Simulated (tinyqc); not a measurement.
Classical Heisenberg spin chain: exact results, Metropolis, heat-bath and over-relaxation steps, and a Monte Carlo run: one step, computed by the program tinyqc. Command: `OMP_NUM_THREADS=1 python tinyqc.py 3130332 3130333 out.jsonl heismc walk`. One thread of a shared host (Intel(R) Xeon(R) Processor @ 2.30GHz), about 0.2 s of CPU time with the checks.

E = -J sum_i s_i . s_(i+1) for unit vectors s_i on an open chain; K = J/(k_B T).

Problem. Four single-spin steps. The given spins are first normalised. Spins 2 and 3 are updated in turn, with h = K (sum of the two neighbours). Heat bath: cos(theta) = 1 + ln(1 - r1 (1 - exp(-2 |h|)))/|h| about n = h/|h|, azimuth 2 pi r2 = phi in the frame a = n x z/|n x z|, b = n x a: s = n cos(theta) + sin(theta)(a cos(phi) + b sin(phi)); r1, r2 are the first two numbers of the row. Steps 2 and 4 are reflections, s -> 2 (s . h) h/|h|^2 - s, which keep the energy and use no random number.

Inputs (values chosen for the exercise, for a model chain of large moments): temperature T = 93.4 K.

Update: heat bath with over-relaxation.

four neighbouring spins (rows; components x, y, z):
```
         1        2        3
1   0.6288   0.0308  -0.7770
2   0.5542  -0.5519   0.6231
3  -0.5012  -0.7806   0.3735
4  -0.7788  -0.5889  -0.2161
```

random numbers, one row a step:
```
        1       2       3
1  0.3269  0.4312  0.6061
2  0.0786  0.2582  0.9216
3  0.8886  0.3476  0.9028
4  0.2427  0.0617  0.3722
```

K = 4.348588

Give: the table «Steps» with the columns |h|, h . s before, h . s after, move, x, y, z.

Solution.

Steps:

| spin | \|h\| | h . s before | h . s after | move | x | y | z |
|---|---|---|---|---|---|---|---|
| 2 | 3.744 | 1.014 | 3.348 | heat bath | 0.5183 | -0.6241 | -0.5847 |
| 3 | 6.421 | 3.385 | 3.385 | reflection | 0.3152 | -0.0854 | -0.9452 |
| 2 | 8.544 | 6.654 | 6.349 | heat bath | -0.0996 | 0.3915 | -0.9148 |
| 3 | 6.286 | 3.517 | 3.517 | reflection | -0.9953 | -0.0675 | 0.0696 |
